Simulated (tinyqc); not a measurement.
Van der Pauw, Hall and four-point-probe measurements on a doped layer: one step of the calculation.

A uniform n-type layer with sheet resistance Rs = 1/(q ns mu), point contacts, low field (mu B small).

Task. Sheet density, mobility and bulk values. Rs = 1/z; Hall sheet density B I/(q |VH|); Hall mobility |VH|/(Rs B I); true values ns = rH times the Hall density, mu = Hall mobility/rH; bulk density ns/t, resistivity Rs t; correction factor F = Rs/[(pi/ln 2)(RA + RB)/2].

Values chosen for this exercise:
- rH = 0.8 (Hall factor)
- B = 2 T (magnetic field)
- I = 50 uA (current)
- t = 110 nm (thickness of the layer)

Constants: q = 1.602176634e-19 C. Results are converted to the units shown.

converged z = 0.18521162 mS
VH = -73.429519 mV
RA = 371.71668 ohm
RB = 2813.9866 ohm

Find: Rs; Hall sheet density; Hall mobility; ns; mu; bulk density; resistivity; F.

Result.

Rs = 5399.2 ohm/square
Hall sheet density = 8.5000e11 cm^-2
Hall mobility = 1360.0 cm^2/(V s)
ns = 6.8000e11 cm^-2
mu = 1700.0 cm^2/(V s)
bulk density = 6.1818e16 cm^-3
resistivity = 0.059392 ohm cm
F = 0.74788

Computed by the program tinyqc: `OMP_NUM_THREADS=1 python tinyqc.py 2850110 2850111 out.jsonl`, one thread of a shared Intel Xeon 2.30GHz, about 0.01 s for the whole run.
